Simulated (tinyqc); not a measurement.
# Long-channel MOSFET, surface-potential model, step by step

Numbers from tinyqc (`OMP_NUM_THREADS=1 python tinyqc.py 2360167 2360168 out.jsonl`; about 0.08 s on one thread of a shared Intel Xeon 2.30GHz). Printed values are rounded.

n-channel transistor on a uniformly doped p-type body, gradual-channel approximation, constant mobility, Boltzmann statistics, full ionisation. Potentials are counted from the neutral body; V is the electron quasi-Fermi potential, Vsb at the source and Vsb + Vds at the drain. Charges are magnitudes per area.

Values chosen for this exercise; material values close to those of silicon:
```
symbol,value,unit,meaning
T,400,K,temperature
Eg,1.14,eV,band gap
eps_r,11.9,,relative permittivity of the semiconductor
Nc,4.34e19,cm^-3,conduction-band density of states at T
Nv,4.11e19,cm^-3,valence-band density of states at T
Na,6.5e16,cm^-3,acceptor density of the body
eox,25.8,,relative permittivity of the gate insulator
tox,37,nm,insulator thickness
Vfb,-0.93,V,flat-band voltage
mu,410,cm^2/(V s),channel mobility
W,1,um,gate width
L,5,um,gate length
Vsb,0.5,V,source-body reverse bias
Vgs,0.46,V,gate-source voltage
Vds,0.05,V,drain-source voltage
```

Constants: q = 1.602176634e-19 C, kB = 1.380649e-23 J/K, Vt = kB T/q, eps0 = 8.8541878128e-14 F/cm where lengths are in cm. Results are converted to the units shown.

## Body potential, insulator capacitance and body factor

ni = sqrt(Nc Nv) exp(-Eg/(2 Vt)), Eg in volts; phiF = Vt ln(Na/ni); Cox = eps0 eox/tox; gamma = sqrt(2 q eps0 eps_r Na)/Cox. VT = Vfb + 2 phiF + gamma sqrt(2 phiF + Vsb), m = 1 + gamma/(2 sqrt(2 phiF + Vsb)).

ni = 2.77960e12 cm^-3
phiF = 0.346756 V
Cox = 0.617400 uF/cm^2
gamma = 0.239943 V^0.5
VT = 0.0256445 V
m = 1.10982

## Iteration 1: surface potential at the source by Newton steps

psi at the start (the smaller of 2 phiF + Vsb + 4 Vt and the root without inversion charge) = 1.33139 V

With V = Vsb: G = psi - Vt + Vt e, e = exp((psi - 2 phiF - Vsb)/Vt); f = Vgs + Vsb - Vfb - psi - gamma sqrt(G); f' = -1 - gamma (1 + e)/(2 sqrt(G)); psi(new) = psi - f/f'.

G = 3.17893 V
f = 0.130802 V
f' = -4.74119
psi after iteration 1 = 1.35898 V

## Iteration 2: surface potential at the source by Newton steps

As before.

G = 5.51459 V
f = -0.0324404 V
f' = -7.26136
psi after iteration 2 = 1.35451 V

## Course of the iteration: surface potential at the source by Newton steps

Stop when psi changes by less than 1e-10 V, or after 40 iterations.

Course of the iteration:
```
iteration  psi (V)  |change| (V)
1          1.35898        0.0276
2          1.35451       4.47e-3
3          1.35435       1.59e-4
4          1.35435       1.95e-7
5          1.35435      2.91e-13
```

Converged in 5 iterations. At the end the number of correct digits about doubles with each step.

## Charges and current of the charge-sheet model

psi_0 = 1.35435 V
psi_L = 1.39602 V

psi_0 and psi_L solve Vgs + Vsb - Vfb - psi = gamma sqrt(G) at V = Vsb and Vsb + Vds. Qi = Cox gamma [sqrt(G) - sqrt(psi - Vt)], G = psi - Vt + Vt exp((psi - 2 phiF - V)/Vt), at both ends. With U = Vgs + Vsb - Vfb: drift = mu (W/L) Cox [U (psi_L - psi_0) - (psi_L^2 - psi_0^2)/2 - (2/3) gamma ((psi_L - Vt)^1.5 - (psi_0 - Vt)^1.5)]; diffusion = mu (W/L) Vt (Qi0 - QiL).

Qi0 = 160.516 nC/cm^2
QiL = 132.126 nC/cm^2
drift current = 0.499916 uA
diffusion current = 0.0802448 uA
drain current = 0.580160 uA

Drift carries 86.2 % of the current.

## Inversion charge along the channel

V, point 0 to 10 (V): [0.5, 0.505, 0.51, 0.515, 0.52, 0.525, 0.53, 0.535, 0.54, 0.545, 0.55]

The surface potential psi at channel potential V solves Vgs + Vsb - Vfb - psi = gamma sqrt(G), G = psi - Vt + Vt exp((psi - 2 phiF - V)/Vt). Charge sheet: Qi = Cox gamma [sqrt(G) - sqrt(psi - Vt)]. Pao-Sah: Qi = (Cox gamma/2) integral from 3 Vt to psi of exp((u - 2 phiF - V)/Vt)/sqrt(G(u, V)) du.

psi, point 0 to 10 (V): [1.35435, 1.35857, 1.36277, 1.36697, 1.37115, 1.37533, 1.37949, 1.38364, 1.38778, 1.39190, 1.39602]
Qi, charge sheet, point 0 to 10 (nC/cm^2): [160.516, 157.642, 154.774, 151.914, 149.062, 146.218, 143.383, 140.555, 137.737, 134.927, 132.126]
Qi, Pao-Sah, point 0 to 10 (nC/cm^2): [162.313, 159.406, 156.507, 153.615, 150.731, 147.855, 144.988, 142.129, 139.278, 136.437, 133.605]

At the source the charge-sheet charge is 1.1 % below the Pao-Sah one.

## Pao-Sah current by Simpson's rule

I = mu (W/L) integral of Qi dV; Simpson's rule on the 11 points, step Vds/10, weights 1, 4, 2, ..., 4, 1 times step/3.

Pao-Sah current = 0.606348 uA

Gauss-Legendre quadrature on many points gives 0.6063 uA, so this value is within 0.01 % of it; the charge-sheet current, 0.5802 uA, is 4.3 % below it.
